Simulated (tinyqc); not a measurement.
## Pinning of the barrier by interface states

Cowley-Sze model with the space charge neglected: phiB = S (phiM - chi) + (1 - S)(Eg - phi0), S = 1/(1 + q Dit dl/(eps0 ei)), dl in cm.

Values chosen for this exercise; band and dielectric values close to those of cadmium telluride:
- Eg = 1.49 eV (band gap)
- chi = 4.34 eV (electron affinity)
- dl = 0.4 nm (thickness of the interfacial layer)
- ei = 1 (relative permittivity of the interfacial layer)
- phi0 = 0.56 eV (neutral level above the valence band)
- phiM = 5.04 eV (metal work function)

Constants: q = 1.602176634e-19 C, eps0 = 8.8541878128e-14 F/cm where lengths are in cm. Results are converted to the units shown.

Pinning of the barrier by interface states:

| Dit (cm^-2 eV^-1) | S | phiB (eV) | change of phiB for 0.5 eV more work function (eV) |
|---|---|---|---|
| 1e11 | 0.99281 | 0.70165 | 0.49641 |
| 3e11 | 0.97875 | 0.70489 | 0.48937 |
| 1e12 | 0.93250 | 0.71552 | 0.46625 |
| 3e12 | 0.82160 | 0.74103 | 0.41080 |
| 1e13 | 0.58011 | 0.79657 | 0.29006 |
| 3e13 | 0.31532 | 0.85748 | 0.15766 |
| 1e14 | 0.12139 | 0.90208 | 0.060694 |
| 3e14 | 0.044025 | 0.91987 | 0.022013 |
| 1e15 | 0.013628 | 0.92687 | 0.0068138 |

What does the comparison show?

S falls from 0.993 to 0.0136, passing 1/2 at Dit = eps0 ei/(q dl) = 1.38e13 cm^-2 eV^-1. The barrier rises from 0.702 to 0.927 eV, from near the Schottky-Mott value phiM - chi = 0.700 eV towards the pinned value Eg - phi0 = 0.930 eV.

Computed by the program tinyqc: `OMP_NUM_THREADS=1 python tinyqc.py 2020054 2020055 out.jsonl`, one thread of a shared Intel Xeon 2.30GHz, about 0.04 s for the whole run.
